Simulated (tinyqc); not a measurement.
A transmission-line measurement read back: specific resistance of a metal-semiconductor contact and its transmission-line measurement. Computed by tinyqc, a small Python program. Command: `OMP_NUM_THREADS=1 python tinyqc.py 3002818 3002819 out.jsonl contact walk`. One thread of a shared host (Intel(R) Xeon(R) Processor @ 2.30GHz), about 0.01 s of CPU time with the checks.

The barrier is parabolic (depletion approximation), energies E are normal energies counted from the band edge in the neutral semiconductor (downwards for holes), and the bias is zero. xi is an input, held fixed when other inputs move.

Inputs (values chosen for the exercise, modelled on n-type In0.53Ga0.47As):
```
quantity                                           value          unit
tunnelling mass m                                  0.045           m_0
permittivity eps                                    13.9             -
Richardson constant A*                              4.97  A/(cm^2 K^2)
barrier height phi_B                                0.22            eV
doping N                                         4.4e+18        1/cm^3
Fermi level above the band edge in the bulk, xi     0.16            eV
temperature T                                        300             K
sheet resistance R_sh                                 86           ohm
contact length d                                     5.4    micrometre
contact width W                                      1.2    micrometre
```

Image-force lowering: included.

Constants: hbar = 1.054571817e-34 J s; eps_0 = 8.8541878128e-12 F/m; m_0 = 9.1093837015e-31 kg; k_B = 8.617333262e-05 eV/K; e = 1.602176634e-19 C.

Method:
- E_00 = (e hbar/2) sqrt(N/(eps eps_0 m)); band bending E_b = phi_B + xi; depletion width w = sqrt(2 eps eps_0 E_b/(e^2 N)). Image lowering d_phi = (e^3 N E_b/(8 pi^2 (eps eps_0)^3))^(1/4) (E_b in volts), and E_b - d_phi replaces E_b everywhere except in w.
- WKB transmission for E < E_b, with a = E/E_b: D = exp{-(E_b/E_00) [sqrt(1 - a) - a ln((1 + sqrt(1 - a))/sqrt(a))]}; D = 1 above.
- At zero bias 1/rho_c = (e A*/k_B^2) int D(E) f(E) dE, f = 1/(1 + exp((E - xi)/k_B T)); 200 Gauss-Legendre points from 0 to E_b, and k_B T ln(1 + exp((xi - E_b)/k_B T)) for the part above the barrier; the share of tunnelling is the part below.
- Transmission-line model: transfer length L_T = sqrt(rho_c/R_sh); R_c = (R_sh L_T/W) coth(d/L_T). Limits: rho_c/(W d) for d << L_T, sqrt(rho_c R_sh)/W for d >> L_T.
- Transmission-line model: transfer length L_T = sqrt(rho_c/R_sh); R_c = (R_sh L_T/W) coth(d/L_T). Two contacts a gap s apart give R = 2 R_c + R_sh s/W. A straight-line fit gives R_sh from the slope and R_c from the intercept; the simple reading takes L_x = R_c W/R_sh as the transfer length and rho_c = R_sh L_x^2.

R_c W = 28.4949 ohm micrometre

contact resistance R_c = 23.7457 ohm

specific contact resistance rho_c = 9.44135e-08 ohm cm^2

Resistances:
```
gap s (micrometre)  R (ohm)
0.33                  71.14
0.66                  94.79
1.30                 140.66
2.70                 240.99
5.30                 427.32
```

L_x = 0.33134 micrometre

rho_c by the simple reading = 9.4414e-08 ohm cm^2

simple reading over true value = 1.00000

What does the comparison show, and why?

The simple reading is right, since coth(d/L_T) is 1 for so long a contact.
